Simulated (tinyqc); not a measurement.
Gate sweep: gated graphene: carriers, quantum capacitance and optical conductivity.

Cones E = +/- hv |k|, four flavours, D(E) = 2|E|/(pi hv^2). n = (2/pi)(kT/hv)^2 F_1(mu/kT), p = (2/pi)(kT/hv)^2 F_1(-mu/kT), in 1/angstrom^2 (1e16 for 1/cm^2); F_1(eta) = integral_0^infinity x dx/(1 + exp(x - eta)). Cq/e^2 = d(n - p)/d mu = (2 kT/(pi hv^2)) ln(2 + 2 cosh(mu/kT)).

Gate: V = mu/e + e (n - p)/Cox with Cox/e^2 = k/(4 pi e2 t), t in angstrom, e2 = e^2/(4 pi eps0); 1/(eV angstrom^2) in C/e^2 equals 1602.176634 microfarad/cm^2; total 1/C = 1/Cox + 1/Cq.

Constants: kB = 8.617333262e-05 eV/K; e^2/(4 pi eps0) = 14.39964547 eV angstrom.

Values chosen for the exercise (Fermi velocity near that of graphene, gate dielectric near hBN; not measured data): hv = 6.49 eV angstrom (hbar vF); T = 300 K; k = 3.45 (dielectric constant of the gate layer); t = 10 nm (its thickness).

Results:
```
V (V)  mu (eV)  n - p (1/cm^2)  n + p (1/cm^2)  Cq (microfarad/cm^2)  C/Cox  Cox V/e (1/cm^2)
0       0.0000               0        1.66e+11                 0.868  0.740                 0
0.038   0.0098        5.37e+10        1.73e+11                 0.890  0.745          7.25e+10
0.10    0.0250        1.43e+11        2.13e+11                  1.01  0.768          1.91e+11
0.25    0.0550        3.72e+11        3.95e+11                  1.47  0.828          4.77e+11
0.51    0.0918        7.97e+11        8.03e+11                  2.26  0.881          9.72e+11
0.89    0.1303        1.45e+12        1.45e+12                  3.16  0.912          1.70e+12
1.3     0.1628        2.17e+12        2.17e+12                  3.94  0.928          2.48e+12
1.9     0.2016        3.24e+12        3.24e+12                  4.88  0.941          3.62e+12
2.8     0.2493        4.86e+12        4.86e+12                  6.04  0.952          5.34e+12
```

At neutrality n + p = 1.66e+11 1/cm^2 of thermal carriers remain and C/Cox = 0.740; at the last row C/Cox = 0.952 and the plain capacitor rule overstates n - p by 9.8 %. Between the last two rows mu goes as V^0.55; for |mu| well above kT the limits are 1/2 where Cox is small against Cq and 1 where it is large.

(tinyqc, `OMP_NUM_THREADS=1 python tinyqc.py 1650025 1650026 out.jsonl`, Intel(R) Xeon(R) Processor @ 2.30GHz, 1 thread, shared host, about 0.01 s.)
